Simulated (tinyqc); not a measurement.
# CMOS inverter, nodal equation and switching: effect of the gain factor of the pull-up transistor

An n-channel pull-down (bn, VTn) and a p-channel pull-up (bp, VTp) share the input Vin and the output node Vout, which carries the load C. Transistor (EKV form, voltages against the body): I = 2 n b Vt^2 [F(vp - Vs) - F(vp - Vd)] from drain to source, F(v) = ln^2(1 + exp(v/(2 Vt))), vp = (Vg - VT + sg |Vd - Vs|)/n. n-channel bodies are at 0; for the p-channel device all voltages are counted down from Vdd. b in uA/V^2 gives I in uA. Static: In = Ip. Transient: C dVout/dt = Ip - In. No velocity saturation, no gate capacitance beyond C.

VM solves In = Ip with Vin = Vout; VIL and VIH are the inputs of gain -1, NML = VIL - Vout(VIH), NMH = Vout(VIL) - VIH. For a step input the delay to Vdd/2 is tHL = C times the integral of dV/(In - Ip) from Vdd/2 to Vdd at Vin = Vdd, and tLH likewise with Ip - In from 0 to Vdd/2 at Vin = 0.

Values chosen for this exercise:
- T = 273 K (temperature)
- Vdd = 1.2 V (supply voltage)
- n = 1.39 (slope factor)
- sg = 0.025 (drain-induced barrier lowering)
- VTn = 0.36 V (n-channel threshold)
- VTp = 0.34 V (p-channel threshold (magnitude))
- bn = 420 uA/V^2 (gain factor of the pull-down transistor)
- C = 3.2 fF (load capacitance)

Constants: q = 1.602176634e-19 C, kB = 1.380649e-23 J/K, Vt = kB T/q. Results are converted to the units shown.

Result of one run:
```
VM (V)	gain at VM	NML (V)	NMH (V)	tHL (ps)	tLH (ps)
0.6172	-40.00	0.4924	0.4539	17.09	14.59
```

Which gain factor of the pull-up transistor bp gave this result: 200, 300, 470 or 710 uA/V^2?

bp = 470 uA/V^2.

The whole series:
```
bp (uA/V^2)	VM (V)	gain at VM	NML (V)	NMH (V)	tHL (ps)	tLH (ps)
84	0.5074	-40.00	0.3687	0.5966	17.09	81.62
130	0.5339	-40.00	0.3954	0.5617	17.09	52.74
200	0.5612	-40.00	0.4252	0.5256	17.09	34.28
300	0.5876	-40.00	0.4559	0.4912	17.09	22.85
470	0.6172	-40.00	0.4924	0.4539	17.09	14.59
710	0.6443	-40.00	0.5272	0.4213	17.09	9.657
1100	0.6724	-40.00	0.5643	0.3895	17.09	6.233
1700	0.6994	-40.00	0.6000	0.3612	17.09	4.033
```

As bp goes from 84 to 1700 uA/V^2, VM rises from 0.507 to 0.699 V, the size of the gain stays near 40.0, tHL stays near 17.1 ps and tLH falls from 81.6 to 4.03 ps. The smaller margin is largest, 0.456 V, at bp = 300 uA/V^2 among the rows. A stronger pull-up raises VM and trades low-side against high-side margin. In every row the overdrive passes 0.5 V, where velocity saturation, left out here, would lengthen the delays of short devices.

tinyqc, about 0.03 s, one thread, Intel Xeon 2.30GHz (shared host): `OMP_NUM_THREADS=1 python tinyqc.py 2340008 2340009 out.jsonl`
